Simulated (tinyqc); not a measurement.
# Which input was changed?

Model: formation energy of a charged point defect from supercell energies. Computed by tinyqc, a small Python program. Command: `OMP_NUM_THREADS=1 python tinyqc.py 3003317 3003318 out.jsonl formation which`. One thread of a shared host (Intel(R) Xeon(R) Processor @ 2.30GHz), about 0.05 s of CPU time with the checks.

The host is a compound AB. Making the defect adds n_A = 0, n_B = -1, n_X = 1 atoms to the cell. All total energies are inputs. E_F is counted from the valence-band maximum (VBM); x = 0 is A-rich and x = 1 B-rich growth.

Inputs (values chosen for the exercise, with gap and screening modelled on 4H-SiC):

| quantity | value | unit |
|---|---|---|
| gap E_g | 3.22 | eV |
| E_VBM of the host cell | 4.528 | eV |
| potential alignment dV | -0.13 | eV |
| dielectric constant eps | 9.34 | - |
| cell length L | 12.2 | angstrom |
| mu_B of the pure element | -7.829 | eV |
| formation enthalpy dH of AB | -2.35 | eV |
| growth condition x | 0.24 | - |
| Fermi level E_F | 0.519 | eV |
| temperature T | 600 | K |
| site density N_s | 3.1e+22 | cm^-3 |
| mu_X of the pure element | -4.222 | eV |
| formation enthalpy of AX | -2 | eV |

Defect: impurity X on a B site. Supercell lattice: fcc.

charge states q: 0  -1  -2  -3

E(defect, q) - E(host), in the order of q (eV): 9.147  13.627  18.052  22.275

Constants: e^2/(4 pi eps_0) = 14.39964548 eV angstrom; k_B = 8.617333262e-05 eV/K.

Method:
- dmu_A = x dH and dmu_B = (1 - x) dH, so that dmu_A + dmu_B = dH; mu = mu(element) + dmu. The impurity is held at its solubility limit: dmu_X = min(0, dH(AX) - dmu_A).
- The reservoir term is sum n_i mu_i.
- Image-charge correction of a point charge in a neutralising background: E_corr = q^2 alpha e^2/(4 pi eps_0) / (2 eps L), alpha = 2.888282 for a fcc array with L the cube root of the volume.
- E_f(q, E_F) = [E(defect, q) - E(host)] - sum n_i mu_i + q (E_VBM + dV + E_F) + E_corr(q).
- eps(q/q-1) = E_f(q - 1, 0) - E_f(q, 0).
- E_f(q, E_F) = E_f(q, 0) + q E_F.
- c_q = N_s exp(-E_f(q, E_F)/k_B T), with all degeneracy factors one and no vibrational entropy.

Problem. One of these inputs alone was changed, within the range given: dielectric constant eps (4.67 to 18.68); growth condition x (0.12 to 0.48); Fermi level E_F (0.2595 to 1.038); potential alignment dV (-0.26 to -0.065). Which one, and to what value?

Results:

| run | total concentration (cm^-3) | level (0/-1) (eV) | lowest formation energy (eV) |
|---|---|---|---|
| before | 1.467890e-19 | 0.2644966 | 4.935497 |
| after | 1.103028e-19 | 0.2764966 | 4.947497 |

Solution.

Each candidate set to reproduce total concentration, and what it then gives:

| candidate | range searched | value needed | level (0/-1) (eV) | lowest formation energy (eV) |
|---|---|---|---|---|
| dielectric constant eps | 4.67 to 18.68 | 8.899 | 0.27354 | 4.9445 |
| growth condition x | 0.12 to 0.48 | no effect | - | - |
| Fermi level E_F (eV) | 0.2595 to 1.038 | 0.5070 | 0.26450 | 4.9475 |
| potential alignment dV (eV) | -0.26 to -0.065 | -0.1420 | 0.27650 | 4.9475 |

Only potential alignment dV fits every result: it went from -0.13 to -0.142 eV. The next best candidate, dielectric constant eps, misses one result by 1.1 %.

Caution: the largest image-charge correction in these energies, q^2 alpha e^2/(8 pi eps_0 eps L) with alpha = 2.888282, exceeds a quarter of the gap; the point-charge term alone is then a rough estimate, usually too large for a charge that is spread out.
